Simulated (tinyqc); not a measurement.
# Sheet resistance and Hall data of a diffused or implanted layer, step by step

A worked calculation. Computed by tinyqc, a small Python program that keeps every step. Command: `OMP_NUM_THREADS=1 python tinyqc.py 3011739 3011740 out.jsonl layer walk`. One thread of a shared host (Intel(R) Xeon(R) Processor @ 2.30GHz), about 0.01 s of CPU time with the checks. Intermediate numbers are printed to about 6 digits and carried at full precision; extremes and crossings named in words are read from the listed rows.

Carriers are taken equal to the net active doping down to the junction (full ionisation, which deep dopants in wide-gap hosts do not reach; no spill-over, no depletion), and the Hall factor is 1.

Inputs (values chosen for the exercise, modelled on boron in silicon): mu_min = 45 cm^2/(V s); mu_max = 474 cm^2/(V s); N_ref = 2.1e+17 1/cm^3; exponent alpha = 0.74; peak concentration N_0 = 1.2e+20 1/cm^3; length scale l = 93 nm; background doping N_B (opposite type) = 1.1e+17 1/cm^3; probe current I = 0.1 mA; magnetic field B = 0.3 T; projected range R_p = 120 nm.

Profile: buried Gaussian (implant). Activation: complete.

Constants: e = 1.602176634e-19 C.

## Dose and junction depth

N(x) = N_0 exp(-(x - R_p)^2/(2 l^2)) for x > 0, dose N_0 l sqrt(pi/2) erfc(-R_p/(l sqrt 2)), junction x_j = R_p + l sqrt(2 ln(N_0/N_B)); the layer starts at x_0 = max(0, 2 R_p - x_j).

dose = 2.52194e+15 1/cm^2

junction depth x_j = 467.844 nm

## Profile

Mobility mu = mu_min + (mu_max - mu_min)/(1 + (N_t/N_ref)^alpha), N_t = active doping + N_B; carriers n = active doping - N_B, all dopants active. sigma = e n mu.

Depth, doping, carriers, mobility and conductivity at 2, 10, 20, 35, 50, 65, 80, 90 and 98 % of the layer:
```
x (nm)    N (1/cm^3)   n (1/cm^3)  mu (cm^2/(V s))  sigma (S/cm)
9.357    5.91328e+19  5.90228e+19           51.494   4.86954e+02
46.784   8.80231e+19  8.79131e+19           49.859   7.02276e+02
93.569   1.15250e+20  1.15140e+20           48.990   9.03734e+02
163.745  1.07432e+20  1.07322e+20           49.200   8.45993e+02
233.922  5.66685e+19  5.65585e+19           51.698   4.68474e+02
304.099  1.69145e+19  1.68045e+19           60.974   1.64166e+02
374.275  2.85686e+18  2.74686e+18           97.984   4.31226e+01
421.060  6.36201e+17  5.26201e+17          165.659   1.39662e+01
458.487  1.59450e+17  4.94503e+16          239.772   1.89967e+00
```

The mobility varies by a factor 4.9 across these points and the conductivity by 476.

## Sheet values

Integrals from x_0 (0 unless stated) to x_j by the midpoint rule on 400 even intervals: 1/R_s = e int n mu dx; sheet density n_s = int n dx; Hall sheet density (int n mu dx)^2/int n mu^2 dx; Hall mobility int n mu^2 dx/int n mu dx. Mean conductivity 1/(R_s x_j); mean mobility 1/(e n_s R_s).

sheet resistance R_s = 48.8604 ohm

sheet density n_s = 2.51654e+15 1/cm^2

mean mobility = 50.7608 cm^2/(V s)

Hall sheet density = 2.48310e+15 1/cm^2

Hall mobility = 51.4445 cm^2/(V s)

mean conductivity 1/(R_s x_j) = 437.463 S/cm

Carriers amount to 99.8 % of the dose. A Hall measurement weights the mobile tail and reports 98.7 % of n_s.

## What the probes read

Collinear four-point probe on a large thin layer: V = I R_s ln(2)/pi. Van der Pauw on a symmetric sample: R = R_s ln(2)/pi as well. Hall voltage V_H = I B/(e x Hall sheet density); tangent of the Hall angle V_H/(I R_s).

four-point voltage = 1.07803 mV

Hall voltage = 0.00754080 mV

tangent of the Hall angle = 0.00154333

## Shortcuts against the integral

Shortcuts: R_s = 1/(e Q mu) with the dose Q and the mobility at the (active) peak concentration; 1/(e n_s mu) with mu at N_t = n_s/x_j + N_B; 1/(e Q mu_max).

Sheet resistances:
```
method                                   R_s (ohm)  deviation (%)
integral                                   48.8604         0.0000
dose, mobility at the peak                 50.6389         3.6398
n_s, mobility at the mean concentration    47.7355        -2.3023
dose, mu_max                                5.2213       -89.3139
```

The closest shortcut is «n_s, mobility at the mean concentration» (-2.3 %). The peak mobility is the lowest in the layer, so with full activation it overestimates R_s.

## Stripping the layer step by step

After removing a depth d the integrals start at d. Differences between neighbouring rows give the local conductivity -d(1/R_s)/dx at the middle of the slice (the last slice uses one more step, not listed).

Differential sheet resistance:
```
removed d (nm)  R_s (ohm)  slice conductivity (S/cm)  sigma at mid-slice (S/cm)
0                   48.86                    568.782                    568.546
47                  56.20                    815.855                    821.735
94                  71.64                    929.143                    938.461
141                104.26                    836.462                    842.943
188                176.67                    597.347                    597.708
235                350.53                    343.156                    339.592
282                806.48                    163.885                    160.185
329               2129.02                     68.841                     66.721
```

R_s doubles after removing between 94.0 and 141 nm of a layer 468 nm deep, so half the current flows above that depth. Where sigma exceeds a tenth of its largest listed value, the slice values agree with it within 3 %.

Checks made by the program: conductance integral against adaptive quadrature (relative difference 2e-06).
